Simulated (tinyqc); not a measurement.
Worked calculation: electron-beam lithography: double-Gaussian proximity function, edge placement and dose correction for parallel lines. Computed by tinyqc, a small Python program that keeps every step. Command: `OMP_NUM_THREADS=1 python tinyqc.py 3114323 3114324 out.jsonl proximity walk`. One thread of a shared host (Intel(R) Xeon(R) Processor @ 2.30GHz), about 0.01 s of CPU time with the checks. Intermediate numbers are printed to about 6 digits and carried at full precision; extremes and crossings named in words are read from the listed rows.

Lines are infinitely long. Absorbed energy is counted so that the middle of a very large area written at dose 1 receives 1; the resist develops where it exceeds 1/2.

Inputs (values chosen for the exercise, of the order of those for 20 keV electrons in resist on silicon):
```
quantity,value,unit
forward range alpha,0.012,micrometre
backscatter range beta,2.2,micrometre
backscatter ratio eta,0.54,-
base dose D0,710,microcoulomb/cm^2
beam current,25,nA
pixel size,10,nm
width of the test line,0.29,micrometre
pattern density around the test line,0.6,-
```

line widths (micrometre): [0.06, 0.082, 0.033, 0.035, 0.87]

gaps between the lines (micrometre): [0.22, 0.19, 0.098, 0.27]

Constants: e = 1.602176634e-19 C.

## Layout

The first line starts at x = 0; each next one starts after the width and the gap.

Lines (micrometre):
```
line,left edge,right edge,centre
1,0.000,0.060,0.0300
2,0.280,0.362,0.3210
3,0.552,0.585,0.5685
4,0.683,0.718,0.7005
5,0.988,1.858,1.4230
```

## Interaction matrix

f(r) = [exp(-r^2/alpha^2)/alpha^2 + eta exp(-r^2/beta^2)/beta^2]/(pi (1 + eta)). A line from a to b at dose d gives E(x) = d [S(alpha) + eta S(beta)]/(1 + eta), S(s) = [erf((b - x)/s) - erf((a - x)/s)]/2. M_ij is the mean of E at the two edges of line i from line j at dose 1.

M:
```
,1,2,3,4,5
1,0.330069,0.007244,0.002794,0.002868,0.052253
2,0.005300,0.332046,0.002929,0.003054,0.060468
3,0.005081,0.007280,0.327610,0.003136,0.066668
4,0.004916,0.007156,0.002957,0.327810,0.069520
5,0.003584,0.005626,0.002483,0.002740,0.399015
```

## Dose correction

Uncorrected edge energies are M 1. Solve M d = 1/2 for the doses d that put the mean edge energy of every line at the threshold.

edge energies at dose 1: 1 0.395228, 2 0.403797, 3 0.409775, 4 0.412360, 5 0.413449

corrected doses: 1 1.27541, 2 1.24352, 3 1.22133, 4 1.21176, 5 1.20817

largest over smallest dose = 1.05565

Line 1 needs the most and line 5 the least; a narrow isolated line much wider than alpha would need 1 + eta = 1.54.

## Printed widths

Edges are the roots of E(x) = 1/2 between a line centre and the middle of the next gap. Three cases: dose 1 everywhere; one common dose equal to the mean of d; the corrected doses.

Width error, printed less drawn (nm):
```
line,drawn width (nm),dose 1,mean dose,corrected
1,60,-7.06212,-0.694719,5.80e-05
2,82,-6.45437,-0.133208,6.00e-05
3,33,-6.04244,0.258490,1.50e-05
4,35,-5.85804,0.427821,1.10e-05
5,870,-5.77723,0.498912,3.60e-05
```

With the common mean dose the errors span 1.2 nm. With corrected doses the largest error is below 0.01 nm.

## Dose to size and latitude

A test line of width w << beta in surroundings of density rho, all at dose d: near its edge E(x) = d [S + eta rho]/(1 + eta), S = [erf((b - x)/alpha) - erf((a - x)/alpha)]/2 for edges a and b, the second term being the background energy. Dose to size d_s = (1 + eta)/(erf(w/alpha) + 2 eta rho), dose = d_s D0; edge slope d [1 - exp(-w^2/alpha^2)]/(sqrt(pi) alpha (1 + eta)); width change per 1 % of dose = 2 x 0.01 x (1/2)/slope.

dose to size d_s = 0.934466

dose = 663.471 microcoulomb/cm^2

edge slope = 0.0285290 1/nm

width change per 1 % of dose = 0.350520 nm

background energy = 0.196602

The background supplies 39 % of the threshold.

## Shot noise and writing time

With dose = d_s D0: electrons per pixel N = dose x pixel area/e; relative noise 1/sqrt(N); time per cm^2 of pattern area = dose x density/current; pixel rate = current/(dose x pixel area).

electrons per pixel = 4141.06

shot noise = 1.55398 %

writing time per cm^2 = 4.42314 h

pixel rate = 37.6806 MHz

Checks made by the program: corrected edge energies (relative difference below 1e-10).
